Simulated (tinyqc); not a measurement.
# Gated graphene, quantum capacitance: effects of single changes

phi is the Fermi level above the Dirac point, in volts; Vg is counted from the gate voltage of charge neutrality. Ideal linear bands, no charge puddles.

Parameters, values chosen for the exercise; values close to those of graphene:
```
symbol,value,unit,meaning
T,300,K,temperature
eox,3.9,,relative permittivity of the gate insulator (close to silicon dioxide)
tox,2.1,nm,insulator thickness
vF,1.08e6,m/s,Fermi velocity
Dit,0,cm^-2 eV^-1,density of traps
Vg,0.84,V,gate voltage
```

Constants: q = 1.602176634e-19 C, kB = 1.380649e-23 J/K, hbar = 1.054571817e-34 J s, Vt = kB T/q, eps0 = 8.8541878128e-14 F/cm where lengths are in cm. Results are converted to the units shown.

Each table varies one quantity; the others keep the values above.

## Effect of the gate voltage

N0 = (2/pi)(kB T/(hbar vF))^2; n = N0 F1(phi/Vt), p = N0 F1(-phi/Vt), F1(e) = int_0^infinity u du/(1 + exp(u - e)) = -Li2(-exp(e)); Cq = q d(n - p)/dphi = (q N0/Vt) ln[2 (1 + cosh(phi/Vt))]. Cox = eps0 eox/tox; Vg = phi + q (n - p + Dit phi)/Cox. 1/C_G = 1/Cox + 1/(Cq + q Dit); dphi/dVg = Cox/(Cox + Cq + q Dit).

The same in every row: Cox (uF/cm^2) = 1.644.

Effect of the gate voltage:

| Vg (V) | phi (V) | n - p (cm^-2) | Cq (uF/cm^2) | C_G (uF/cm^2) | dphi/dVg | n + p (cm^-2) |
|---|---|---|---|---|---|---|
| -0.3 | -0.1495 | -1.545e12 | 3.020 | 1.065 | 0.3525 | 1.546e12 |
| -0.13 | -0.07898 | -5.236e11 | 1.642 | 0.8216 | 0.5003 | 5.314e11 |
| 0.03 | 0.02060 | 9.649e10 | 0.8041 | 0.5400 | 0.6716 | 1.652e11 |
| 0.2 | 0.1110 | 9.130e11 | 2.256 | 0.9510 | 0.4216 | 9.152e11 |
| 0.37 | 0.1729 | 2.022e12 | 3.492 | 1.118 | 0.3201 | 2.023e12 |
| 0.53 | 0.2199 | 3.183e12 | 4.438 | 1.200 | 0.2704 | 3.183e12 |
| 0.7 | 0.2628 | 4.487e12 | 5.304 | 1.255 | 0.2367 | 4.487e12 |
| 0.87 | 0.3009 | 5.841e12 | 6.073 | 1.294 | 0.2131 | 5.841e12 |
| 1.03 | 0.3336 | 7.148e12 | 6.733 | 1.322 | 0.1963 | 7.148e12 |
| 1.2 | 0.3657 | 8.563e12 | 7.381 | 1.345 | 0.1822 | 8.563e12 |

What does the comparison show?

As Vg goes from -0.3 to 1.2, Cq goes from 3.02 through a minimum of 0.804 (at Vg = 0.03 among the rows listed) to 7.38 uF/cm^2, C_G/Cox goes from 0.647 through a minimum of 0.328 (at Vg = 0.03 among the rows listed) to 0.818 and n - p rises from -1.55e12 to 8.56e12 cm^-2. Cq is below Cox for Vg = -0.13, 0.03; there the density of states limits the response dn/dVg more than the insulator does. At neutrality Cq is (q N0/Vt) ln 4 = 0.723 uF/cm^2, and far from it Cq grows as |phi|.

## Effect of the insulator thickness

Same model as above.

Effect of the insulator thickness:

| tox (nm) | phi (V) | n - p (cm^-2) | Cq (uF/cm^2) | Cox (uF/cm^2) | C_G (uF/cm^2) | dphi/dVg | n + p (cm^-2) |
|---|---|---|---|---|---|---|---|
| 0.5 | 0.4883 | 1.516e13 | 9.856 | 6.906 | 4.061 | 0.4120 | 1.516e13 |
| 0.9 | 0.4043 | 1.043e13 | 8.160 | 3.837 | 2.610 | 0.3198 | 1.043e13 |
| 1.6 | 0.3277 | 6.901e12 | 6.614 | 2.158 | 1.627 | 0.2460 | 6.901e12 |
| 2.9 | 0.2579 | 4.327e12 | 5.205 | 1.191 | 0.9690 | 0.1862 | 4.327e12 |
| 5.2 | 0.1998 | 2.653e12 | 4.034 | 0.6641 | 0.5702 | 0.1414 | 2.653e12 |
| 9.3 | 0.1521 | 1.594e12 | 3.072 | 0.3713 | 0.3313 | 0.1078 | 1.595e12 |
| 17 | 0.1118 | 9.233e11 | 2.270 | 0.2031 | 0.1864 | 0.08214 | 9.255e11 |
| 30 | 0.08107 | 5.452e11 | 1.681 | 0.1151 | 0.1077 | 0.06410 | 5.525e11 |

What does the comparison show?

As tox goes from 0.5 to 30, Cq falls from 9.86 to 1.68 uF/cm^2, C_G/Cox rises from 0.588 to 0.936 and n - p falls from 1.52e13 to 5.45e11 cm^-2. Cq exceeds Cox in every row, so the insulator is the tighter limit, though Cq still cuts C_G by up to 41 %. With the insulator thinned by a factor of 60.0, the charge grows only by 27.8 while Cox grows by 60.0.

Computed by the program tinyqc: `OMP_NUM_THREADS=1 python tinyqc.py 2200130 2200131 out.jsonl`, one thread of a shared Intel Xeon 2.30GHz, about 0.01 s for the whole run.
